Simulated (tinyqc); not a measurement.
# Worked calculation: p-type polysilicon, carrier trapping at grain boundaries

tinyqc, about 0.01 s, one thread, Intel Xeon 2.30GHz (shared host): `OMP_NUM_THREADS=1 python tinyqc.py 2830023 2830024 out.jsonl` Printed values are rounded.

One-dimensional grains of size Lg, uniform ionised doping N, monovalent traps Qt at each boundary at a depth Et below (for electrons) or above (for holes) the band edge there, abrupt depletion of width W on each side of a boundary, Boltzmann statistics. xi is the distance from the band edge at the grain centre to the Fermi level. Trapped charge Qt/(1 + exp((xi + VB - Et)/Vt)) = 2 N W, barrier VB = q N W^2/(2 eps0 eps_r).

Values chosen for this exercise; values of the order met in polycrystalline silicon:
- T = 300 K (temperature)
- eps_r = 11.7 (relative permittivity)
- NB = 2.65e19 cm^-3 (valence-band density of states at T)
- Lg = 63 nm (grain size)
- Qt = 2.8e12 cm^-2 (trap density of a grain boundary)
- Et = 0.48 eV (depth of the trap level from the majority band edge at the boundary)
- ms = 0.26 m0 (mass for thermionic emission)
- fe = 1 (correction factor of the emission rate)
- mug = 240 cm^2/(V s) (mobility inside the grains)
- N = 1.3e18 cm^-3 (doping)

Constants: q = 1.602176634e-19 C, kB = 1.380649e-23 J/K, m0 = 9.1093837015e-31 kg, Vt = kB T/q, eps0 = 8.8541878128e-14 F/cm where lengths are in cm. Results are converted to the units shown.

## Starting value

W = 11 nm.

W at the start = 11 nm

## Iteration 1: new W

Partly depleted grain, xi = Vt ln(NB/N): f = 1/(1 + exp((xi + VB - Et)/Vt)), g = Qt f - 2 N W, g' = -2 Qt f (1 - f) VB/(W Vt) - 2 N, W(new) = W - g/g'.

VB = 0.1216395 V
f = 0.9999805
g = -6.005448e10 cm^-2
g' = -2.600466e11 cm^-2/nm
W after iteration 1 = 10.76906 nm

## Iteration 2: new W

As before.

VB = 0.1165856 V
f = 0.9999840
g = -1.089375e6 cm^-2
g' = -2.600375e11 cm^-2/nm
W after iteration 2 = 10.76906 nm

## Course of the iteration

Stop when the step is below 1e-10 nm, or after 40 iterations.

Course of the iteration:

| iteration | W before the step (nm) | step (nm) |
|---|---|---|
| 1 | 11 | -0.231 |
| 2 | 10.76906 | -4.19e-6 |
| 3 | 10.76906 | < 1e-13 |

Converged in 3 iterations.

## Depletion width, Fermi level and barrier

If the trap equation with xi = Vt ln(NB/N) has a root W < Lg/2, the grain is partly depleted; otherwise W = Lg/2 and the trap equation gives xi = Et - VB + Vt ln(Qt/(N Lg) - 1). N* = Qt/Lg.

N* = 4.444444e17 cm^-3
W = 10.76906 nm
xi = 0.07793810 V
VB = 0.1165855 V
share of traps filled = 0.9999840

N is 2.92 N*, and the grain is partly depleted; VB = 4.51 Vt.

## Resistivity and effective mobility

n0 = NB exp(-xi/Vt); mean density n0 (1 - 2 W/Lg) by charge balance in a partly depleted grain, and n0 (sqrt(pi)/2) erf(u)/u with u = sqrt(VB/Vt) in a fully depleted one; v = sqrt(kB T/(2 pi ms m0)); barrier resistivity Vt exp(VB/Vt)/(q fe n0 v Lg); grain resistivity (1 - 2 W/Lg)/(q n0 mug); effective mobility 1/(q mean density total resistivity).

n0 = 1.3e18 cm^-3
mean density = 8.555627e17 cm^-3
v = 5.275713e6 cm/s
barrier resistivity = 0.3394449 ohm cm
grain resistivity = 0.01316569 ohm cm
resistivity = 0.3526106 ohm cm
effective mobility = 20.68914 cm^2/(V s)

The resistivity is 17.6 times that of a single crystal with the same N and mobility mug, and the mean density is 65.8 % of N.
